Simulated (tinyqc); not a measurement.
# Three-phonon processes in a diatomic chain: dispersion, energy and momentum conservation, and decay channels of optical phonons, step by step

A worked calculation. Computed by tinyqc, a small Python program that keeps every step. Command: `OMP_NUM_THREADS=1 python tinyqc.py 3120740 3120741 out.jsonl threeph walk`. One thread of a shared host (Intel(R) Xeon(R) Processor @ 2.30GHz), about 0.05 s of CPU time with the checks. Intermediate numbers are printed to about 6 digits and carried at full precision; extremes and crossings named in words are read from the listed rows.

Cell length a, two atoms, one spring constant. x = q a/pi runs from -1 to 1; A and O are the acoustic and optical branches. Matrix elements are not computed: only conservation laws and occupation factors are followed.

Inputs (values chosen for the exercise, for a model chain):
```
quantity                                   value           unit
light mass m                                  12              u
heavy mass M                                19.3              u
spring constant k                             13  eV/angstrom^2
temperature T                                 50              K
wave number of the decaying phonon q a/pi   0.15              -
zero-temperature width Gamma_0              0.47           1/cm
```

Constants: nu for 1 eV/(angstrom^2 u) = 15.6333042 THz; h x 1 THz = 4.135667696 meV; k_B = 8.617333262e-05 eV/K; c = 299792458 m/s.

## Band edges

omega^2 = k (1/m + 1/M) -/+ k sqrt((1/m + 1/M)^2 - 4 sin^2(pi x/2)/(m M)); nu = 15.6333042 THz x sqrt(omega^2) for eV/(angstrom^2 u). Acoustic top sqrt(2 k/M), optical bottom sqrt(2 k/m), optical top sqrt(2 k (1/m + 1/M)).

acoustic top = 18.1451 THz

optical bottom = 23.0116 THz

optical top = 29.3049 THz

optical top over twice the acoustic top = 0.807517

optical bottom over twice the acoustic top = 0.634100

optical width over acoustic top = 0.346833

The zone-centre optical phonon can decay into two acoustic ones: this needs M/m <= 3.

## Dispersion

The formulas are those given above.

Branches:
```
x     nu_A (THz)  nu_O (THz)
0.10      2.2355     29.2195
0.20      4.4548     28.9643
0.35      7.7171     28.2705
0.50     10.8451     27.2243
0.65     13.7599     25.8736
0.80     16.3112     24.3459
0.90     17.6018     23.4297
1.00     18.1451     23.0116
```

## Decay of the zone-centre phonon

O(0) -> A(x) + A(-x) needs nu_A(x) = nu_O(0)/2, which gives sin^2(pi x/2) = (3/16)(m + M)^2/(m M). Full width at half maximum Gamma = Gamma_0 (1 + 2 n), n = 1/(exp(h nu_A/(k_B T)) - 1); lifetime = 1/(2 pi c Gamma).

x of the products = 0.699410

their frequency = 14.6525 THz

occupation n = 7.79872e-07

width Gamma = 0.470001 1/cm

lifetime = 11.2954 ps

## All channels at the given wave number

Processes for O(x): decay O -> A + A and O -> O + A with x = x' + x'' (mod 2), and absorption O + A -> O with x + x' = x'' (mod 2). Roots of the energy mismatch in x' are bracketed on 4001 points from -1 to 1 and refined. A process is umklapp (U) if the sum of wave numbers leaves (-1, 1]. Weight = occupation factor/|d mismatch/dx'|, the factor being 1 + n' + n'' for decay and n' - n'' for absorption. Pairs that differ only by exchanging two acoustic products count once, and the trivial root x' = 0 is left out.

nu_O(x) = 29.1130 THz

Channels:
```
process            x'       x''  nu' (THz)  nu'' (THz)  type  weight (1/THz)
O -> A + A  -0.622005  0.772005    13.2371     15.8759     N       0.0287034
```

1 channel(s) are open, 0 of them umklapp.

## Phase space against the mass ratio

Total weight summed over channels and averaged over x = 0.05, 0.15, ..., 0.95, with m and k fixed; share of those x with an open channel.

Optical phonons:
```
M/m  weight, A + A (1/THz)  weight, with O (1/THz)  share open
1.1              0.0293177                       0         1.0
1.5              0.0962354                       0         1.0
2.0              0.0615744                       0         0.8
2.5              0.0371630                       0         0.5
2.9              0.0289859                       0         0.2
3.3              0.0000000                       0         0.0
3.7              0.0000000                       0         0.0
4.2              0.0000000                       0         0.0
6.0              0.0000000                       0         0.0
```

The A + A channel closes between M/m = 2.9 and 3.3 on this grid: energy conservation alone would allow it up to M/m = 4, where the optical bottom passes twice the acoustic top, but momentum must be conserved too. No channel with a second optical phonon opens at any ratio. A large gap that shuts such channels is one reason why crystals with very unequal masses can conduct heat well.

Checks made by the program: band edges against the dispersion (relative difference below 1e-10); frequency of the products (relative difference below 1e-10).
